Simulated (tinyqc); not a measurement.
Energy and lattice constant: complex band structure along [001] in sp3s* tight binding.

For k = (0, 0, kz) the phase sums are g0 = cos(phi) and g3 = i sin(phi), phi = kz a/4, and the s, pz, s* orbitals of anion (a) and cation (c) decouple from px, py. With z = exp(i phi), H(z) = H0 + z T + T^T/z for any complex z. H0 is diagonal (Esa, Epa, Exa, Esc, Epc, Exc). The anion-cation block is B(z) = z U + W/z and the cation-anion block z W^T + U^T/z, where U has Vss/2 (s,s), Vsapc/2 (s,z), -Vscpa/2 (z,s), Vxx/2 (z,z), Vxapc/2 (s*,z), -Vpaxc/2 (z,s*), and W has the same values with the s-z and s*-z signs reversed. |z| = 1 is a band state, |z| < 1 decays along [001] as exp(-kappa d) over a distance d, kappa = -(4/a) ln|z|. No spin-orbit coupling.

Values chosen for the exercise (out of a larger set: near a published set for InAs, fitted to gaps, whose masses and valley positions are rough (light masses up to twice too heavy); not measured data): p = (-9.53, 0.912, -2.732, 3.71, 7.393, 6.718, -5.604, 1.847, 4.466, 3.027, 5.439, 3.375, 3.913) eV (order Esa, Epa, Esc, Epc, Exa, Exc, Vss, Vxx, Vxy, Vsapc, Vscpa, Vxapc, Vpaxc); a = 6.056 angstrom (lattice constant); dE = 0.36 eV (E - Ev).

The slowest root of the s-pz block and the heavy-hole branch, sinh^2(kappa a/4) = ((E - Epa)(E - Epc) - Vxx^2)/(Vxx^2 - Vxy^2), at E = Ev + dE with Ev the lower root of [[Epa, Vxx], [Vxx, Epc]]; the couplings are kept when a changes.

Results for these values:
```
case  slowest kappa (1/angstrom)  heavy-hole kappa (1/angstrom)
base                      0.0216                         0.1985
```

What happens to each result for a = 6.238 angstrom, all else kept?

Answer: slowest kappa falls from 0.0216 to 0.0210; heavy-hole kappa falls from 0.1985 to 0.1927.

The same for each parameter in turn:
```
case                slowest kappa (1/angstrom)  heavy-hole kappa (1/angstrom)
base                                    0.0216                         0.1985
dE = 0.33 eV                            0.0247                         0.1909
a = 6.238 angstrom                      0.0210                         0.1927
```

With the couplings fixed, kappa a stays, so kappa scales as 1/a.

Computed by tinyqc, a small Python program: `OMP_NUM_THREADS=1 python tinyqc.py 1482498 1482499 out.jsonl` (the numbers bound the seed that draws the inputs); one thread of a shared host (Intel(R) Xeon(R) Processor @ 2.30GHz), about 0.01 s for the whole set of steps.
